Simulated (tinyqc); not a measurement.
## Input admittance of a MOSFET at zero drain bias: distributed channel and distributed gate: effect of the channel length

Source and drain grounded, strong inversion, w = 2 pi f, Cox = eps0 eox/tox. The channel is an RC line of resistance 1/(mu Cox Vo) per square fed from both ends, so one finger has the intrinsic admittance y = i w Cox L tanh(g)/g per width, g = (1/2) sqrt(i w tau), tau = L^2/(mu Vo). The vertical resistance rv/L is in series with y, the overlaps 2 i w Cov in parallel: y_t = 1/(1/y + rv/L) + 2 i w Cov. The gate strip is a line of Rsh/L per length loaded by y_t, so a finger has Y = y_t Wf tanh(k)/k, k = (Wf/sd) sqrt(y_t Rsh/L); the device has Nf Y.

Low-frequency limits, with c = Cox L and ct = c + 2 Cov: R_strip = Rsh Wf/(3 sd^2 L Nf), R_ch = (c/ct)^2 L/(12 mu Cox Vo Wf Nf), R_vert = (c/ct)^2 rv/(L Wf Nf), C = ct Wf Nf. Z = 1/(Nf Y) = R + 1/(i w C), Q = |Im Z|/R, far-point signal |1/cosh k|.

Values chosen for this exercise; values of the order met in silicon radio-frequency transistors: relative permittivity of the gate insulator (close to hafnium oxide) eox = 21.5; insulator thickness tox = 22 nm; finger width Wf = 2.8 um; number of fingers Nf = 16; channel mobility mu = 140 cm^2/(V s); gate overdrive Vo = 0.28 V; sheet resistance of the gate Rsh = 26 ohm/square; vertical resistivity of the gate stack rv = 4.4 ohm um^2; number of ends at which a finger is contacted sd = 1; overlap and fringe capacitance on each side Cov = 0.36 fF/um; frequency f = 1 GHz.

Constants: eps0 = 8.8541878128e-14 F/cm where lengths are in cm. Results are converted to the units shown.

Effect of the channel length:

| L (um) | w tau | \|k\| | R (ohm) | low-frequency R (ohm) | C (fF) | Q | signal at the far point |
|---|---|---|---|---|---|---|---|
| 0.03 | 0.001443 | 0.2045 | 50.90 | 50.90 | 43.88 | 71.25 | 0.9999 |
| 0.058 | 0.005392 | 0.1643 | 26.97 | 26.97 | 54.74 | 107.8 | 0.9999 |
| 0.11 | 0.01939 | 0.1395 | 16.03 | 16.03 | 74.90 | 132.5 | 1.000 |
| 0.22 | 0.07758 | 0.1236 | 13.48 | 13.48 | 117.5 | 100.4 | 0.9999 |
| 0.42 | 0.2827 | 0.1152 | 19.82 | 19.82 | 195.0 | 41.18 | 0.9999 |
| 0.8 | 1.026 | 0.1103 | 37.96 | 37.99 | 341.7 | 12.27 | 0.9995 |
| 1.6 | 4.103 | 0.1041 | 79.56 | 80.29 | 635.1 | 3.150 | 0.9984 |
| 3 | 14.43 | 0.08263 | 142.8 | 156.3 | 933.3 | 1.194 | 0.9978 |

What does the table show?

As L goes from 0.03 to 3, R goes from 50.9 through a minimum of 13.5 (at L = 0.22 among the rows listed) to 143 ohm, C rises from 43.9 to 933 fF and Q goes from 71.3 through a maximum of 133 (at L = 0.11 among the rows listed) to 1.19. R_strip falls as 1/L while R_ch grows with L, which gives the minimum of R.

tinyqc, about 0.01 s, one thread, Intel Xeon 2.30GHz (shared host): `OMP_NUM_THREADS=1 python tinyqc.py 2262243 2262244 out.jsonl`
